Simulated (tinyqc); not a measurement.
Carrier lifetime from Shockley-Read-Hall, radiative, Auger and surface recombination: one step, computed by the program tinyqc. Command: `OMP_NUM_THREADS=1 python tinyqc.py 3010197 3010198 out.jsonl lifetime walk`. One thread of a shared host (Intel(R) Xeon(R) Processor @ 2.30GHz), about 0.02 s of CPU time with the checks.

Energies are counted from the top of the valence band. Boltzmann statistics, full ionisation, and equal excess densities of electrons and holes.

Problem. Steady state under generation. With n = n_0 + dn, p = p_0 + dn and U/dn = 1/tau: (n p - n_i^2)/dn = n_0 + p_0 + dn = s; 1/tau_SRH = s/[tau_p0 (n + n1) + tau_n0 (p + p1)]; 1/tau_rad = B s; 1/tau_Aug = (C_n n + C_p p) s; the rates add, with 1/tau_s. dn solves dn/tau_eff(dn) = G (60 bisections in ln dn between 1e-2 and 1e22 cm^-3); the splitting of the quasi-Fermi levels is k_B T ln(n p/n_i^2).

Inputs (values chosen for the exercise, with bands modelled on CdS):
```
quantity,value,unit
temperature T,250,K
doping N,1.8e+15,cm^-3
trap density N_t,2.8e+14,cm^-3
radiative coefficient B,5.2e-11,cm^3/s
Auger coefficient C_n,1.5e-30,cm^6/s
Auger coefficient C_p,1.2e-31,cm^6/s
generation rate G,3.3e+21,cm^-3 s^-1
diffusion coefficient D,14,cm^2/s
thickness W,130,micrometre
```

Doping: n-type. Surface term: two equal surfaces.

n_0 = 1.80e+15 cm^-3

p_0 = 2.272102e-28 cm^-3

tau_p0 = 8.932462e-08 s

n1 = 5.704155e-25 cm^-3

tau_n0 = 1.013577e-08 s

p1 = 7.169833e+11 cm^-3

tau_s = 1.498472e-06 s

n_i = 6.395142e-07 cm^-3

Constants: k_B = 8.617333262e-05 eV/K.

Give: steady excess density; lifetime in the steady state; quasi-Fermi splitting under G.

Solution.

steady excess density = 2.7961e+14 cm^-3

lifetime in the steady state = 8.4732e-08 s

quasi-Fermi splitting under G = 2.0910 eV

Caution: the trap density is not small against the doping, so trapped charge breaks the equality of the excess densities. Caution: the layer is thicker than two bulk diffusion lengths: adding 1/tau_s describes the late decay, and understates the surface loss in a steady state.
